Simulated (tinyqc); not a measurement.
Interband optics of a two-band s-p chain from momentum matrix elements: one step. Dielectric function from the table. Three cases, with inputs chosen for the exercise.

Question. Take the mean over the rows. Also eps(0) at eta = 0, and the effective electrons per cell n_eff = 2 mean(f).

With w(k) = |<c|W|v>|^2 and D(k) = Ec - Ev, on the mesh k_j = (j + 1/2)/N (2 pi/a): eps(E) = 1 + (8 pi e2/(a Ar)) mean_j (w/D^2) [1/(D - E - i eta) + 1/(D + E + i eta)], e2 = e^2/(4 pi eps0); light polarised along the chains, no local fields.

Constants: e^2/(4 pi eps0) = 14.39964547 eV angstrom; hbar^2/2m0 = 3.80998211 eV angstrom^2.

Give: eps(E); eps(0); n_eff.

Case 1.

Values chosen: a = 4.18 angstrom (period); Ar = 13.2 angstrom^2 (cross-section per chain); eta = 0.3 eV (Lorentzian half width); E = 3.11 eV (photon energy).

Transitions:
```
k (2 pi/a)    D (eV)  w (eV^2 angstrom^2)        f
0.083333    4.244446             10.21393  0.63161
0.250000    6.386368              2.41845  0.09939
0.416667    7.988597             17.51004  0.57530
```

Answer.

eps(E) = 2.419+0.272i
eps(0) = 1.775
n_eff = 0.871

On a mesh of 2000 points the values are 2.865+0.521i, 1.893 and 0.907. n_eff need not equal the 2 electrons of the cell: a two-orbital basis with chosen hoppings does not obey the sum rule of free electrons.

Case 2.

Values chosen: a = 3.91 angstrom (period); Ar = 7.5 angstrom^2 (cross-section per chain); eta = 0.15 eV (Lorentzian half width); E = 6.14 eV (photon energy).

Transitions:
```
k (2 pi/a)    D (eV)  w (eV^2 angstrom^2)        f
0.083333    2.849464             11.86243  1.09267
0.250000    5.433231              7.75157  0.37446
0.416667    6.054135             43.80194  1.89897
```

Answer.

eps(E) = -15.251+25.061i
eps(0) = 7.240
n_eff = 2.244

On a mesh of 2000 points the values are -17.657+23.207i, 19.091 and 3.012. n_eff need not equal the 2 electrons of the cell: a two-orbital basis with chosen hoppings does not obey the sum rule of free electrons. E lies within, or within 2 eta of, the range of transitions of the band (1.88 to 6.05 eV); their spacing on this mesh (up to 2.58 eV) exceeds eta, so eps(E) depends on where the few mesh points fall.

Case 3.

Values chosen: a = 3.71 angstrom (period); Ar = 9.6 angstrom^2 (cross-section per chain); eta = 0.3 eV (Lorentzian half width); E = 6.63 eV (photon energy).

Transitions:
```
k (2 pi/a)    D (eV)  w (eV^2 angstrom^2)        f
0.062500    3.429192             44.89726  3.43641
0.187500    6.537827              0.19377  0.00778
0.312500    7.466602             27.90553  0.98094
0.437500    6.569697             98.78959  3.94678
```

Answer.

eps(E) = -2.918+19.388i
eps(0) = 8.771
n_eff = 4.186

On a mesh of 2000 points the values are -2.463+13.890i, 15.644 and 4.962. n_eff need not equal the 2 electrons of the cell: a two-orbital basis with chosen hoppings does not obey the sum rule of free electrons. E lies within, or within 2 eta of, the range of transitions of the band (2.44 to 7.49 eV); their spacing on this mesh (up to 3.11 eV) exceeds eta, so eps(E) depends on where the few mesh points fall.

Computed by tinyqc, one run a case: `OMP_NUM_THREADS=1 python tinyqc.py N N+1 out.jsonl` with N = 1680936, 1681065, 1681190; one thread of a shared Intel(R) Xeon(R) Processor @ 2.30GHz, about 0.01 s a run at most.
